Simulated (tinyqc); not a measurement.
Phase-change memory cell, resistance drift and retention: effect of the operating temperature.

The amorphous state follows Ra = R0 (t/t0)^nu exp[(q Ec/kB)(1/T - 1/(300 K))], with nu taken as independent of T. An intermediate level follows the logarithmic mixing rule ln R = (1 - fa) ln Rc + fa ln Ra with constant Rc. The time to lose the data by crystallisation is tr = tx exp[(q Ex/kB)(1/T - 1/Tx)]; 1 year = 3.15576e7 s. These are empirical laws.

T10 is the temperature at which tr is ten years.

Parameters, values chosen for the exercise; values of the order found in chalcogenide phase-change cells: resistance of the amorphous state at t0 and 300 K R0 = 8.1 Mohm; reference time t0 = 10 s; drift exponent nu = 0.079; activation energy of conduction Ec = 0.28 eV; activation energy of crystallisation Ex = 1.9 eV; temperature of a bake Tx = 473 K; time to crystallise in that bake tx = 78000 s; time of the read t = 86400 s; resistance of the crystalline state Rc = 27 kohm.

Constants: q = 1.602176634e-19 C, kB = 1.380649e-23 J/K. Results are converted to the units shown.

The same in every row: T10 (K) = 401.47.

Effect of the operating temperature:
```
T (K),Ra (Mohm),Ra/Rc,tr (years)
298,17.825,660.20,1.9118e9
313,10.571,391.51,5.5149e7
328,6.5755,243.54,2.2003e6
343,4.2636,157.91,1.1635e5
358,2.8668,106.18,7871.6
373,1.9902,73.710,661.35
388,1.4211,52.634,67.292
403,1.0405,38.539,8.1167
418,0.77912,28.856,1.1395
```

As T goes from 298 to 418 K, Ra falls from 17.8 to 0.779 Mohm, tr falls from 1.91e9 to 1.14 years and T10 stays at 401 K. Retention changes by 9.2 decades and the read window by 1.4, in the ratio Ex/Ec. For T = 298 to 343 K tr is an extrapolation over many decades from the bake and only says that crystallisation is no limit.

Computed by the program tinyqc: `OMP_NUM_THREADS=1 python tinyqc.py 2880044 2880045 out.jsonl`, one thread of a shared Intel Xeon 2.30GHz, about 0.01 s for the whole run.
